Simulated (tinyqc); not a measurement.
From results back to parameters: metal-induced gap states at the contact of a metal chain and a two-band chain. Three cases, with inputs chosen for the exercise.

Problem. With gap states the barrier for electrons is phi = S (W - chi - p) + p, W being the work function of the metal, S the pinning factor and p the depth of the neutrality level below the conduction edge. The barriers for two metals come from hidden S and p, those of the chain and not of a measured contact.

Find: S, p (eV).

Method. The slope of the barrier against W is S; then p = (phi1 - S (W1 - chi))/(1 - S).

Case 1.

Values chosen (out of a larger set: gap and optical dielectric constant near those of SiC; the chain itself is a model; not measured data): W1 = 4.39 eV (work function of metal 1); W2 = 5.02 eV (of metal 2); chi = 3.65 eV (electron affinity).

barriers (eV): metal 1 1.54088, metal 2 1.81556

Solution.

S, p (eV): 0.436  2.160

Case 2.

Values chosen (out of a larger set: gap and optical dielectric constant near those of GaAs; the chain itself is a model; not measured data): W1 = 4.06 eV (work function of metal 1); W2 = 5.36 eV (of metal 2); chi = 4.22 eV (electron affinity).

barriers (eV): metal 1 0.16032, metal 2 0.98712

Solution.

S, p (eV): 0.636  0.720

Case 3.

Values chosen (out of a larger set: gap and optical dielectric constant near those of SiO2; the chain itself is a model; not measured data): W1 = 4.07 eV (work function of metal 1); W2 = 5.44 eV (of metal 2); chi = 0.9 eV (electron affinity).

barriers (eV): metal 1 3.40766, metal 2 4.45845

Solution.

S, p (eV): 0.767  4.190

Computed by tinyqc, one run a case: `OMP_NUM_THREADS=1 python tinyqc.py N N+1 out.jsonl` with N = 1452332, 1452334, 1452352; one thread of a shared Intel(R) Xeon(R) Processor @ 2.30GHz, about 0.01 s a run at most.
